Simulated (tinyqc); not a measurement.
# Capacitance of parallel on-chip lines from Laplace's equation on a mesh, step by step

tinyqc, about 1 s, one thread, Intel Xeon 2.30GHz (shared host): `OMP_NUM_THREADS=1 python tinyqc.py 2790103 2790104 out.jsonl` Printed values are rounded.

Cross-section of an endless row of equal lines between two grounded planes; neighbours are driven in antiphase (+1 V and -1 V), so the plane midway between two lines is at 0 V. By symmetry one quarter is solved: x runs from the centre of a line (column 0, mirror) to that midplane (column 5, 0 V), y from the mid-height of the line (row 0, mirror) to the ground plane (row 4, 0 V). The line fills columns 0 to 2 and rows 0 to 1 at 1 V. Cells beside the line (below row 1) have e2, cells above have e1. Each link between nodes has the conductance g = mean permittivity of the two cells beside it (a cell beyond a mirror counts as 0), and the free nodes obey sum g (V_neighbour - V) = 0.

Inputs (values chosen for the exercise):
```
symbol  value  unit                                          meaning
e1          3        relative permittivity above and below the lines
e2          2                relative permittivity between the lines
om        1.4                                 over-relaxation factor
```

Constants: eps0 = 8.8541878128e-12 F/m. Results are converted to the units shown.

## Link conductances

gx[j, i] joins node (row j, column i) to column i + 1, gy[j, i] to row j + 1.

gx:
```
,col 0,col 1,col 2,col 3,col 4
row 0,1,1,1,1,1
row 1,2.5,2.5,2.5,2.5,2.5
row 2,3,3,3,3,3
row 3,3,3,3,3,3
row 4,1.5,1.5,1.5,1.5,1.5
```

gy:
```
,col 0,col 1,col 2,col 3,col 4,col 5
row 0,1,2,2,2,2,1
row 1,1.5,3,3,3,3,1.5
row 2,1.5,3,3,3,3,1.5
row 3,1.5,3,3,3,3,1.5
```

## Iteration 1: relaxation sweep

V at the start (V):
```
,col 0,col 1,col 2,col 3,col 4,col 5
row 0,1,1,1,0,0,0
row 1,1,1,1,0,0,0
row 2,0,0,0,0,0,0
row 3,0,0,0,0,0,0
row 4,0,0,0,0,0,0
```

One sweep visits the free nodes row by row from row 0, left to right, and replaces V by V + om (weighted mean of the neighbours - V), using new values at once.

V after sweep 1 (V):
```
,col 0,col 1,col 2,col 3,col 4,col 5
row 0,1.00000,1.00000,1.00000,0.35000,0.12250,0.00000
row 1,1.00000,1.00000,1.00000,0.44800,0.19110,0.00000
row 2,0.35000,0.47250,0.51538,0.33718,0.18490,0.00000
row 3,0.12250,0.20825,0.25327,0.20666,0.13704,0.00000
row 4,0.00000,0.00000,0.00000,0.00000,0.00000,0.00000
```

## Iteration 2: relaxation sweep

As before.

V after sweep 2 (V):
```
,col 0,col 1,col 2,col 3,col 4,col 5
row 0,1.00000,1.00000,1.00000,0.56647,0.28304,0.00000
row 1,1.00000,1.00000,1.00000,0.53791,0.26874,0.00000
row 2,0.58362,0.61854,0.56700,0.38889,0.20418,0.00000
row 3,0.30104,0.32720,0.28399,0.20081,0.08693,0.00000
row 4,0.00000,0.00000,0.00000,0.00000,0.00000,0.00000
```

## Course of the relaxation

Stop when no node changes by 1e-7 V. C = 4 eps0 sum g (difference of V along the link)^2, in aF/um.

Course of the iteration:
```
sweep,C (aF/um),largest change (V)
1,185.944,0.515
2,163.381,0.234
3,162.114,0.0713
4,161.748,0.0276
5,161.617,0.0156
6,161.606,8.89e-3
7,161.602,4.86e-3
8,161.602,1.29e-3
9,161.602,3.65e-4
10,161.602,1.91e-4
11,161.602,6.73e-5
12,161.602,3.51e-5
13,161.602,1.30e-5
14,161.602,1.20e-5
15,161.602,1.59e-6
16,161.602,7.20e-7
17,161.602,6.16e-7
18,161.602,8.39e-8
```

Converged in 18 sweeps. Over the last four sweeps the change shrinks by about 0.29 a sweep. C comes down from above, since the solution minimises the energy.

## Capacitance per length

converged V (V):
```
,col 0,col 1,col 2,col 3,col 4,col 5
row 0,1.00000,1.00000,1.00000,0.58349,0.26491,0.00000
row 1,1.00000,1.00000,1.00000,0.53452,0.23807,0.00000
row 2,0.63963,0.62476,0.56121,0.36101,0.17154,0.00000
row 3,0.30901,0.29821,0.25905,0.17679,0.08708,0.00000
row 4,0.00000,0.00000,0.00000,0.00000,0.00000,0.00000
```

C = 4 eps0 sum g (difference of V)^2 over all links (twice the energy of the four quarters, line at 1 V). Plate estimate without fringing: eps0 [2 e1 w/hd + 2 e2 t/(s/2)], w = 4 hx, t = 2 hx, s/2 = 3 hx, hd = 3 hx.

C = 161.602 aF/um
plate estimate = 94.4447 aF/um

C depends on the shape only, not on the mesh step hx. Meshes 6, 12 and 24 times finer extrapolate (Aitken) to 151.3 aF/um; this mesh is 6.8 % above that, and the plate estimate is 38 % below it.
